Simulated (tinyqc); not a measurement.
Thermal stress, cracking, delamination and buckling of a thin film; Griffith cracks and misfitting inclusions: one step, computed by the program tinyqc. Command: `OMP_NUM_THREADS=1 python tinyqc.py 3016853 3016854 out.jsonl filmcrack walk`. One thread of a shared host (Intel(R) Xeon(R) Processor @ 2.30GHz), about 0.01 s of CPU time with the checks.

Isotropic linear elasticity; the substrate is much thicker than the film; stress is positive in tension.

Question. Elastic mismatch. Dundurs alpha = (Ebar - Ebar_s)/(Ebar + Ebar_s), with Ebar_s = E_s/(1 - nu_s^2). The channel-crack factor is taken as g = 1.258 (1 - alpha)^(-0.7), a rough interpolation chosen for the exercise (1.258 is the value for matched materials).

Inputs (values chosen for the exercise, modelled on a tungsten film on silicon):

| quantity | value | unit |
|---|---|---|
| deposition temperature T_d | 1000 | K |
| final temperature T | 300 | K |
| substrate Young's modulus E_s | 166 | GPa |
| substrate Poisson ratio nu_s | 0.22 | - |

Ebar = 430.3743 GPa

Give: Dundurs alpha; factor g.

Answer.

Dundurs alpha = 0.4232

factor g = 1.849

A stiff film on a softer substrate opens wider and cracks more easily.
